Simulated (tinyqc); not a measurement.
Inside a calculation. Model: two-step dopant diffusion (predeposition and drive-in) with a constant diffusivity. Computed by tinyqc, a small Python program that keeps every step. Command: `OMP_NUM_THREADS=1 python tinyqc.py 3028154 3028155 out.jsonl dopdiff walk`. One thread of a shared host (Intel(R) Xeon(R) Processor @ 2.30GHz), about 0.06 s of CPU time with the checks. Intermediate numbers are printed to about 6 digits and carried at full precision; extremes and crossings named in words are read from the listed rows.

Fick diffusion into a half space x > 0 whose background doping C_B is of the opposite type, so that a junction lies where C = C_B.

Inputs (values chosen for the exercise, modelled on phosphorus in silicon):

| quantity | value | unit |
|---|---|---|
| prefactor D0 | 4.06 | cm^2/s |
| activation energy E | 3.71 | eV |
| surface concentration C_s | 6.1e+19 | 1/cm^3 |
| background doping C_B | 4.9e+16 | 1/cm^3 |
| predeposition temperature T1 | 1050 | C |
| predeposition time t1 | 20 | min |
| drive-in temperature T2 | 1050 | C |
| drive-in time t2 | 20 | min |
| mean mobility in the layer mu | 170 | cm^2/(V s) |

Furnace ramps of the drive-in: none.

Constants: k_B = 8.617333262e-05 eV/K; e = 1.602176634e-19 C.

## Diffusivities

D = D0 exp(-E/(k_B T)). Temperatures in kelvin are T(C) + 273.15. Times in seconds are 60 times the minutes.

D1 = 3.00204e-14 cm^2/s

D2 = 3.00204e-14 cm^2/s

product D1 t1 = 3.60245e-11 cm^2

## Thermal budget of the drive-in

(Dt)2 = D2 t2, t2 in seconds.

drive-in budget (Dt)2 = 3.60245e-11 cm^2

## Predeposition

C = C_s erfc(x/(2 sqrt(D1 t1))); dose Q = 2 C_s sqrt(D1 t1/pi); the junction solves erfc(z) = C_B/C_s with x_j = 2 z sqrt(D1 t1).

dose Q = 4.13127e+14 1/cm^2

z = 2.36998

junction depth after predeposition = 0.284495 um

## Drive-in as a Gaussian

With a sealed surface and a thin source, C = Q/sqrt(pi (Dt)2) exp(-x^2/(4 (Dt)2)); x_j = 2 sqrt((Dt)2 ln(C(0)/C_B)); gradient at the junction |dC/dx| = C_B x_j/(2 (Dt)2).

surface concentration C(0) (Gaussian) = 3.88338e+19 1/cm^3

junction depth x_j = 0.310143 um

gradient at the junction = 2.10926e+22 1/cm^4

The drive-in moves the junction from 0.284 to 0.310 um and lowers the surface value by a factor 1.57. Caution: the drive-in budget is under fifteen times D1 t1, so the source is not thin and the Gaussian junction is too shallow. Caution: the surface value exceeds the intrinsic carrier density during the drive-in as well. Caution: C_s exceeds the intrinsic carrier density of silicon at the predeposition temperature (2e18 to 1e19 per cm^3), where real diffusivities rise with concentration and profiles turn box-like.

## Sheet resistance

Net dose Q_net = Q erf(x_j/(2 sqrt((Dt)2))) - C_B x_j; R_s = 1/(e mu Q_net), with every dopant ionised and one mobility.

net dose = 4.11501e+14 1/cm^2

sheet resistance R_s (Gaussian) = 89.2216 ohm/square

## Exact junction depth

Exact two-step profile: C = (2 C_s/pi) int_0^alpha exp(-beta (1 + u^2))/(1 + u^2) du with alpha = sqrt(D1 t1/(Dt)2), beta = x^2/(4 (D1 t1 + (Dt)2)). The integral takes 48 Gauss-Legendre points; solve C(x) = C_B.

exact junction depth = 0.402323 um

## Gaussian against the exact two-step profile

Gaussian: C = Q/sqrt(pi (Dt)2) exp(-x^2/(4 (Dt)2)). Depths are fractions of the Gaussian x_j.

Profiles:

| x/x_j | x (um) | Gaussian (1/cm^3) | exact (1/cm^3) | ratio |
|---|---|---|---|---|
| 0.0 | 0.000000 | 3.88338e+19 | 3.05000e+19 | 1.27324 |
| 0.2 | 0.062029 | 2.97337e+19 | 2.57496e+19 | 1.15473 |
| 0.4 | 0.124057 | 1.33465e+19 | 1.56143e+19 | 0.85476 |
| 0.6 | 0.186086 | 3.51208e+18 | 6.93962e+18 | 0.50609 |
| 0.8 | 0.248114 | 5.41803e+17 | 2.31748e+18 | 0.23379 |
| 1.0 | 0.310143 | 4.90000e+16 | 5.93434e+17 | 0.08257 |
| 1.2 | 0.372172 | 2.59795e+15 | 1.17784e+17 | 0.02206 |

With D1 t1/(Dt)2 = 1.00, the Gaussian is 27 % high at the surface and 92 % low at its own junction; the exact junction lies at 0.4023 um, 30 % deeper. The dose is the same, but the real source already has a width, which carries into the tail.

Checks made by the program: exact profile against the direct convolution of the erfc with the Gaussian kernel (relative difference below 1e-10).
